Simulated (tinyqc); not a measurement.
Gain for each load and current direction: deformation-potential model of the Delta valleys of a conduction band.

Valleys with axes along x, y and z, each a pair at +k and -k. Herring-Vogt shift of a valley with unit axis a: dE = Xd tr(e) + Xu a.e.a. Non-degenerate shares n_i = exp(-dE_i/kT)/sum_j exp(-dE_j/kT). Inverse mass tensor of a valley: (1 - a a)/mt + a a/ml; the masses are taken as independent of strain.

s11 = (C11 + C12)/((C11 - C12)(C11 + 2 C12)), s12 = -C12/((C11 - C12)(C11 + 2 C12)), s44 = 1/C44; exx = s11 sxx + s12 (syy + szz) and cyclic, exy = s44 sxy/2; tension is positive. A uniaxial stress X along the unit vector n is s_ij = X n_i n_j.

Constants: kB = 8.617333262e-05 eV/K.

Inputs chosen for the exercise (near those of Si; the results hold for these values, not for the real material):
- ml = 0.947 m0 (longitudinal mass)
- mt = 0.196 m0 (transverse mass)
- Xd = 1.16 eV (dilation potential)
- Xu = 8.89 eV (uniaxial potential)
- C11 = 157.5 GPa
- C12 = 67.5 GPa
- C44 = 80.9 GPa
- X1 = 0.5 GPa (size of the stress)
- T = 150 K (temperature)

Each load has the size X1. Gain m_c(0)/m_c - 1 in per cent from repopulation alone, m_c = 1/(u.M.u), M = sum_i n_i (inverse mass tensor); biaxial means sxx = syy.

Gain (%); + is tension, - compression:

| load | [100] | [010] | [001] | [110] | [1-10] | [111] |
|---|---|---|---|---|---|---|
| uniaxial [110] (+) | 23.6 | 23.6 | -47.2 | 23.6 | 23.6 | 0.0 |
| uniaxial [110] (-) | -14.3 | -14.3 | 28.5 | -14.3 | -14.3 | 0.0 |
| uniaxial [100] (+) | 34.8 | -17.4 | -17.4 | 8.7 | 8.7 | 0.0 |
| uniaxial [100] (-) | -67.3 | 33.7 | 33.7 | -16.8 | -16.8 | 0.0 |
| uniaxial [111] (+) | 0.0 | 0.0 | 0.0 | 0.0 | 0.0 | 0.0 |
| uniaxial [111] (-) | 0.0 | 0.0 | 0.0 | 0.0 | 0.0 | 0.0 |
| biaxial (001) (+) | 33.7 | 33.7 | -67.3 | 33.7 | 33.7 | 0.0 |
| biaxial (001) (-) | -17.4 | -17.4 | 34.8 | -17.4 | -17.4 | 0.0 |

What does the comparison show, and why?

The largest gain is +34.8 %, for uniaxial [100] (+) with the current along [100] and biaxial (001) (-) with the current along [001]; for a [110] channel it is +33.7 %, under biaxial (001) (+). No gain or loss appears under uniaxial [111]: the valleys stay equivalent (in real silicon shear also changes the masses, which this model leaves out).

Program tinyqc; command `OMP_NUM_THREADS=1 python tinyqc.py 1080402 1080403 out.jsonl`; about 0.02 s on one thread of a shared Intel(R) Xeon(R) Processor @ 2.30GHz.
